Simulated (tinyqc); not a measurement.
p-type polysilicon, carrier trapping at grain boundaries: one step of the calculation.

One-dimensional grains of size Lg, uniform ionised doping N, monovalent traps Qt at each boundary at a depth Et below (for electrons) or above (for holes) the band edge there, abrupt depletion of width W on each side of a boundary, Boltzmann statistics. xi is the distance from the band edge at the grain centre to the Fermi level. Trapped charge Qt/(1 + exp((xi + VB - Et)/Vt)) = 2 N W, barrier VB = q N W^2/(2 eps0 eps_r).

Problem. Resistivity and effective mobility. n0 = NB exp(-xi/Vt); mean density n0 (1 - 2 W/Lg) by charge balance in a partly depleted grain, and n0 (sqrt(pi)/2) erf(u)/u with u = sqrt(VB/Vt) in a fully depleted one; v = sqrt(kB T/(2 pi ms m0)); barrier resistivity Vt exp(VB/Vt)/(q fe n0 v Lg); grain resistivity (1 - 2 W/Lg)/(q n0 mug); effective mobility 1/(q mean density total resistivity).

Parameters, values chosen for the exercise; values of the order met in polycrystalline silicon: temperature T = 300 K; valence-band density of states at T NB = 2.65e19 cm^-3; grain size Lg = 56 nm; mass for thermionic emission ms = 0.58 m0; correction factor of the emission rate fe = 0.5; mobility inside the grains mug = 130 cm^2/(V s).

Constants: q = 1.602176634e-19 C, kB = 1.380649e-23 J/K, m0 = 9.1093837015e-31 kg, Vt = kB T/q. Results are converted to the units shown.

W = 28 nm
xi = 0.37221104 V
VB = 0.066689054 V

Give: n0; mean density; v; barrier resistivity; grain resistivity; resistivity; effective mobility.

Solution.

n0 = 1.480e13 cm^-3
mean density = 7.980e12 cm^-3
v = 3.532e6 cm/s
barrier resistivity = 1.454e4 ohm cm
grain resistivity = 0.000 ohm cm
resistivity = 1.454e4 ohm cm
effective mobility = 53.80 cm^2/(V s)

The resistivity is 33300 times that of a single crystal with the same N and mobility mug, and the mean density is 0.00725 % of N.

Numbers from tinyqc (`OMP_NUM_THREADS=1 python tinyqc.py 2830055 2830056 out.jsonl`; about 0.01 s on one thread of a shared Intel Xeon 2.30GHz).
